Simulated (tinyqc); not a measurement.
Worked calculation: decay of LO phonons and the hot-phonon bottleneck in the cooling of electrons. Computed by tinyqc, a small Python program that keeps every step. Command: `OMP_NUM_THREADS=1 python tinyqc.py 3001630 3001631 out.jsonl hotphonon walk`. One thread of a shared host (Intel(R) Xeon(R) Processor @ 2.30GHz), about 0.01 s of CPU time with the checks. Intermediate numbers are printed to about 6 digits and carried at full precision; extremes and crossings named in words are read from the listed rows.

n(E, T) = 1/(exp(E/(k_B T)) - 1) is the Bose occupation. Electrons have a temperature T_e; the LO modes within their reach share one occupation N; the decay products stay at the lattice temperature.

Inputs (values chosen for the exercise, modelled on zinc oxide):

| quantity | value | unit |
|---|---|---|
| LO energy hbar omega | 71.5 | meV |
| lifetime at T = 0, tau_0 | 1.9 | ps |
| share f of the energy in the softer product | 0.23 | - |
| lattice temperature T | 500 | K |
| electron mass m* | 0.269 | m_0 |
| eps_inf | 3.67 | - |
| static dielectric constant eps_s | 8.17 | - |
| electron density n | 1.3e+19 | 1/cm^3 |
| density of LO modes that the electrons reach, N_m | 2.6e+19 | 1/cm^3 |
| power supplied per electron P | 1.4 | nW |
| step factor | 0.02 | - |

Decay channel: two unequal phonons (Ridley).

Constants: k_B = 8.617333262e-05 eV/K; c = 299792458 m/s; e^2/(4 pi eps_0) = 14.39964548 eV angstrom; hbar^2/(2 m_0) = 3.80998212 eV angstrom^2; hbar = 6.582119569e-16 eV s; e = 1.602176634e-19 C.

## Lifetime and Raman width

Decay rate 1/tau = (1/tau_0) [1 + n(f hbar omega) + n((1 - f) hbar omega)]. Full width Gamma = 1/(2 pi c tau) in 1/cm, c in cm/s.

thermal factor tau_0/tau = 3.53808

phonon lifetime tau = 0.537015 ps

Raman width Gamma = 9.88583 1/cm

equilibrium LO occupation N_0 = 0.234940

Stimulated decay shortens the lifetime by 72 %.

## Spontaneous emission time

Froehlich coupling alpha = (e^2/(4 pi eps_0)) (1/eps_inf - 1/eps_s) k_0/(2 hbar omega), k_0 = sqrt(m* hbar omega/(hbar^2/(2 m_0))); emission time tau_sp = hbar/(2 alpha hbar omega); bottleneck ratio r = (n/N_m) tau/tau_sp.

alpha = 1.07376

emission time tau_sp = 4.28669 fs

bottleneck ratio r = 62.6375

r compares the rate at which electrons exchange quanta with a mode to its decay rate. Exchange outruns decay, so a hot population builds up if the power is high enough. Caution: alpha is above 1/2, so hbar/tau_sp exceeds hbar omega and the emission time, a weak-coupling result, is only rough.

## Electron and phonon temperatures in closed form

Net emission per electron: [(N + 1) x - N]/tau_sp with x = exp(-hbar omega/(k_B T_e)), a simple two-level balance; steady state of the modes: n [(N + 1) x - N]/tau_sp = N_m (N - N_0)/tau; power per electron P = hbar omega [(N + 1) x - N]/tau_sp. With p = P tau_sp/(hbar omega): N = N_0 + r p and x = (p + N)/(N + 1); without hot phonons N = N_0. The mode temperature T_LO solves n(hbar omega, T_LO) = N.

reduced power p = 5.23882e-04

LO occupation N = 0.267755

electron temperature T_e = 534.279 K

T_e without hot phonons = 500.672 K

mode temperature T_LO = 533.608 K

Hot phonons raise T_e by 34 K. T_LO lies close to T_e: electrons and LO modes form one hot system, cooled only by the decay.

## The same balance by iteration

Eliminating N gives P(T_e) = (hbar omega/tau_sp) [(N_0 + 1) x - N_0]/[1 + r (1 - x)]. Newton steps on ln P against ln T_e, times the step factor, each limited to 0.7 in ln T_e and to keeping a fifth of T_e - T; start at 1.5 T; stop when |ln(P/P(T_e))| < 1e-9 or after 40 steps.

Iterations:

| step | T_e (K) | P(T_e) (nW) | ln(P/P(T_e)) |
|---|---|---|---|
| 0 | 750.000 | 10.8066 | -2.04369 |
| 1 | 740.294 | 10.3683 | -2.00228 |
| 2 | 731.147 | 9.9561 | -1.96172 |
| 3 | 722.519 | 9.5682 | -1.92198 |
| 4 | 714.375 | 9.2029 | -1.88305 |
| 5 | 706.682 | 8.8586 | -1.84491 |
| 6 | 699.410 | 8.5337 | -1.80755 |
| 7 | 692.530 | 8.2271 | -1.77096 |
| 8 | 686.016 | 7.9373 | -1.73510 |
| ... | ... | ... | ... |
| 31 | 599.274 | 4.1428 | -1.08490 |
| 32 | 597.185 | 4.0531 | -1.06301 |
| 33 | 595.181 | 3.9671 | -1.04157 |
| 34 | 593.256 | 3.8846 | -1.02056 |
| 35 | 591.407 | 3.8055 | -0.99998 |
| 36 | 589.631 | 3.7296 | -0.97982 |
| 37 | 587.924 | 3.6566 | -0.96006 |
| 38 | 586.282 | 3.5865 | -0.94071 |
| 39 | 584.703 | 3.5192 | -0.92175 |

converged (1 yes, 0 no) = 0

T_e from the iteration = 583.184 K

Not converged: the residual falls at every step, but slowly, by a factor of about 0.980 a step. Near the root each step multiplies the error by 1 - (step factor) = 0.98.

Reruns converge with step factor = 1.0; or with step factor = 0.7.
